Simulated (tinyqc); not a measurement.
Inside a calculation. Model: global model of a low-pressure process discharge: electron temperature, density, ion flux and ion energy. Computed by tinyqc, a small Python program that keeps every step. Command: `OMP_NUM_THREADS=1 python tinyqc.py 3112095 3112096 out.jsonl plasma walk`. One thread of a shared host (Intel(R) Xeon(R) Processor @ 2.30GHz), about 0.01 s of CPU time with the checks. Intermediate numbers are printed to about 6 digits and carried at full precision; extremes and crossings named in words are read from the listed rows.

Maxwellian electrons with temperature T_e in eV, one positive ion, no negative ions, uniform bulk density n; rate constants have the Arrhenius form.

Inputs (values chosen for the exercise, of the order of those of an inductive discharge in a simple atomic gas):
```
quantity                          value   unit
ion mass M                           40      u
ionisation prefactor K0         2.5e-14  m^3/s
ionisation energy E_iz             12.9     eV
excitation prefactor X0         1.4e-14  m^3/s
excitation energy E_ex             10.4     eV
elastic rate constant K_el      1.6e-13  m^3/s
ion-neutral cross section       6.2e-19    m^2
pressure p                          4.6     Pa
gas temperature T_g                 300      K
radius R                             23     cm
height L                             16     cm
absorbed power P                    640      W
bias power P_b                      250      W
radius of the biased electrode      7.5     cm
bias frequency                       60    MHz
mixing                              0.2      -
```

Constants: k_B = 1.380649e-23 J/K; e = 1.602176634e-19 C; u = 1.6605390666e-27 kg; m_0 = 9.1093837015e-31 kg; eps_0 = 8.8541878128e-12 F/m.

## Geometry factors

n_g = p/(k_B T_g); lambda_i = 1/(n_g sigma); h_L = 0.86/sqrt(3 + L/(2 lambda_i)), h_R = 0.8/sqrt(4 + R/lambda_i); A_eff = 2 pi R^2 h_L + 2 pi R L h_R; d_eff = pi R^2 L/A_eff.

gas density n_g = 1.11059e+21 1/m^3

ion mean free path = 0.145230 cm

h_L = 0.112841

h_R = 0.0627823

A_eff = 520.226 cm^2

d_eff = 51.1132 cm

Caution: at so short an ion path the formulas for h_L and h_R give way to the ambipolar-diffusion limit.

## A fixed-point cycle for T_e

Particle balance: K0 exp(-E_iz/T_e) n_g d_eff = u_B, u_B = sqrt(e T_e/M). Cycle: T_out = T sqrt(loss/creation) with loss/creation = u_B/(K0 exp(-E_iz/T) n_g d_eff); T -> T + mixing (T_out - T), kept between 0.3 and 60 eV, from 3 eV; stop at |T_out - T| < 1e-9 eV or after 60 steps.

Course:
```
step   T (eV)  T_out (eV)  residual (eV)
0     3.00000     0.35459   -2.64541e+00
1     2.47092     0.44089   -2.03003e+00
2     2.06491     0.58855   -1.47636e+00
3     1.76964     0.81727   -9.52372e-01
4     1.57917     1.10020   -4.78969e-01
5     1.48337     1.32449   -1.58876e-01
6     1.45160     1.41786   -3.37402e-02
...       ...         ...            ...
10    1.44351     1.44348   -2.19767e-05
11    1.44350     1.44350   -3.43600e-06
12    1.44350     1.44350   -5.37187e-07
13    1.44350     1.44350   -8.39838e-08
14    1.44350     1.44350   -1.31300e-08
15    1.44350     1.44350   -2.05274e-09
16    1.44350     1.44350   -3.20926e-10
```

last residual = 3.20926e-10 eV

Converged in 17 steps.

## Electron temperature

Root found by bracketing.

T_e = 1.44350 eV

Bohm velocity u_B = 1865.99 m/s

K_iz = 3.28718e-18 m^3/s

## Energy per pair and density

E_c = E_iz + (X0 exp(-E_ex/T_e) E_ex + K_el (3 m_0/M) T_e)/K_iz; wall potential V_s = (T_e/2) ln(M/(2 pi m_0)); E_T = E_c + 2 T_e + T_e/2 + V_s; n = P/(e u_B A_eff E_T); ion current density J = e h_L n u_B; ionised share n/n_g.

collisional loss per pair E_c = 48.7044 eV

wall potential V_s = 6.75500 V

E_T = 59.0682 eV

plasma density n = 6.96650e+11 1/cm^3

ion current density J = 2.35017 mA/cm^2

ionised share = 6.27280e-04

Collisions take 82 % of the power and the walls the rest. T_e came from the particle balance alone; the power sets only n.

## Biased electrode

All bias power goes to ions: V_b = P_b/(J pi r^2). Debye length at the sheath edge lambda_D = sqrt(eps_0 T_e/(e h_L n)); Child-law sheath s = (sqrt2/3) lambda_D (2 V/T_e)^(3/4), V = V_b + V_s; ion transit time tau_i = 3 s sqrt(M/(2 e V)); collisions in the sheath s/lambda_i.

bias voltage V_b = 601.960 V

lambda_D = 31.8557 micrometre

sheath width s = 2.35018 mm

ion transit time = 130.107 ns

transit time over bias period = 7.80641

s/lambda_i = 1.61825

Ions take many periods to cross and see the mean voltage: a narrow energy distribution. Many ions collide in the sheath, which lowers their energy and widens their angles.

## Pressure series at fixed power

n_g = p/(k_B T_g), lambda_i = 1/(n_g sigma), K_iz = K0 exp(-E_iz/T_e), h_L = 0.86/sqrt(3 + L/(2 lambda_i)), h_R = 0.8/sqrt(4 + R/lambda_i), A_eff = 2 pi R^2 h_L + 2 pi R L h_R and d_eff = pi R^2 L/A_eff follow p. E_c = E_iz + (X0 exp(-E_ex/T_e) E_ex + K_el (3 m_0/M) T_e)/K_iz; E_T = E_c + (5/2) T_e + (T_e/2) ln(M/(2 pi m_0)); n = P/(e u_B A_eff E_T); J = e h_L n u_B. Pressures without a root below 2 E_iz are left out.

Against pressure:
```
p (Pa)  T_e (eV)  E_c (eV)  E_T (eV)   n (1/cm^3)  J (mA/cm^2)
0.1      4.01363   23.7839   52.6001  1.17724e+11      2.46347
0.2      3.08215   26.0599   48.1884  1.69719e+11      2.74517
0.5      2.33735   30.0256   46.8069  2.65233e+11      2.89453
1.0      1.96449   34.0600   48.1643  3.67378e+11      2.84750
2.0      1.68927   39.4044   51.5327  5.00439e+11      2.68121
5.0      1.42272   49.9035   60.1181  7.17547e+11      2.30983
10.0     1.27054   63.1531   72.2751  8.84040e+11      1.92471
20.0     1.14785   87.2859   95.5270  9.89977e+11      1.45754
```

T_e falls from 4.01 to 1.15 eV, n changes by a factor 8.4 and J by 0.59; in J = P h_L/(A_eff E_T), E_T changes by a factor 1.82 and is least at 0.5 Pa, between wall losses at high T_e and excitation losses at low T_e.

Checks made by the program: cycle against bracketing (relative difference below 1e-10).
